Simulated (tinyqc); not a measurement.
# From splitting width d back to stacking-fault energy gamma

Model: straight dislocations in isotropic elasticity: fields, energies, partials, Peierls stress and walls. Computed by tinyqc, a small Python program. Command: `OMP_NUM_THREADS=1 python tinyqc.py 3010258 3010259 out.jsonl disloc inv`. One thread of a shared host (Intel(R) Xeon(R) Processor @ 2.30GHz), about 0.01 s of CPU time with the checks.

The line runs along z, the glide plane is y = 0, and beta is the angle between b and the line (0 screw, 90 degrees edge): b_e = b sin(beta) along +x with the extra half plane at y > 0, b_s = b cos(beta). Stress is positive in tension.

Inputs (values chosen for the exercise, modelled on aluminium): shear modulus G = 25.7 GPa; Poisson ratio nu = 0.349; Burgers vector b = 2.863 angstrom.

Character: 60-degree.

Method. Shockley partials have b_p = b/sqrt(3) at the angles beta -/+ 30 degrees; their repulsion balances the fault at d = G b_p^2/(8 pi gamma) (2 - nu)/(1 - nu) [1 - 2 nu cos(2 beta)/(2 - nu)].

Question. A run gave the result below. Find the stacking-fault energy gamma, known to lie between 140 and 250 mJ/m^2.

splitting width d = 0.4695561 nm

Answer.

Each step takes the trial c = (a f_b - b f_a)/(f_b - f_a), f being the result less the target and a, b, c the logarithms of the listed values; c replaces end b, the old b replaces a if the sign of f changed, and otherwise f_a is halved.

Scan of the range:
```
stacking-fault energy gamma (mJ/m^2)  splitting width d (nm)
140                                                 0.613106
154                                                 0.557369
170                                                 0.504911
187                                                 0.459010
206                                                 0.416674
227                                                 0.378127
250                                                 0.343339
```

False position (Illinois rule, in the logarithm of the input) inside the bracket:
```
step    end a    end b    trial  splitting width d (nm)
1     170.000  187.000  182.950                0.469172
2     170.000  182.950  182.664                0.469905
3     182.950  182.664  182.800                0.469556
4     182.664  182.800  182.800                0.469556
```

Splitting width d falls at every point of a 13-point scan of the range (every second point is shown), so one value fits; it is bracketed by 170 and 187. The scan shows a pure power law with exponent -1.0000, so scaling from any one row also gives the answer directly. Answer: stacking-fault energy gamma = 182.8 mJ/m^2.

Caution: a splitting under two Burgers vectors is within the cores, where the elastic formula fails.
